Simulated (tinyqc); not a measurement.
## Van der Pauw, Hall and four-point-probe measurements on a doped layer: correction factor against the shape of the sample

A uniform p-type layer with sheet resistance Rs = 1/(q ns mu), point contacts, low field (mu B small).

Rs = 1/(q ns mu). For a rectangle with contacts at the corners, RA = (8 Rs/pi) sum_(k>=0) ln coth((2k + 1) pi a/(2 b)) with current along a short side b and voltage along the opposite one, RB the same with a and b exchanged. ar = a/b. F = Rs/[(pi/ln 2)(RA + RB)/2]; small-asymmetry estimate 1 - (ln 2/2) d^2 - ((ln 2)^2/4 - (ln 2)^3/12) d^4 with d = (RB - RA)/(RB + RA).

Inputs (values chosen for the exercise): sheet density of the layer ns = 2.8e13 cm^-2; drift mobility mu = 130 cm^2/(V s).

Constants: q = 1.602176634e-19 C. Results are converted to the units shown.

Correction factor against the shape of the sample:
```
ar	RA (ohm)	RB (ohm)	RB/RA	F	estimate of F
1	378.3	378.3	1.000	1.000	1.000
1.34	129.7	847.8	6.536	0.7740	0.7861
1.69	43.19	1406	32.55	0.5221	0.6213
2.03	14.84	1975	133.1	0.3803	0.5767
2.37	5.100	2553	500.6	0.2958	0.5653
2.71	1.753	3134	1788	0.2413	0.5623
3.06	0.5837	3734	6397	0.2026	0.5614
3.4	0.2006	4317	2.152e4	0.1753	0.5612
```

RB/RA rises from 1.00 to 21500 and F falls from 1.00 to 0.175. The estimate is 19 % above F at a/b = 1.69 and 3.20 times it in the last row. RA shrinks about as exp(-pi a/b): by a factor of 2.91 between the last two rows, against 2.91.

Computed by the program tinyqc: `OMP_NUM_THREADS=1 python tinyqc.py 2850143 2850144 out.jsonl`, one thread of a shared Intel Xeon 2.30GHz, about 0.01 s for the whole run.
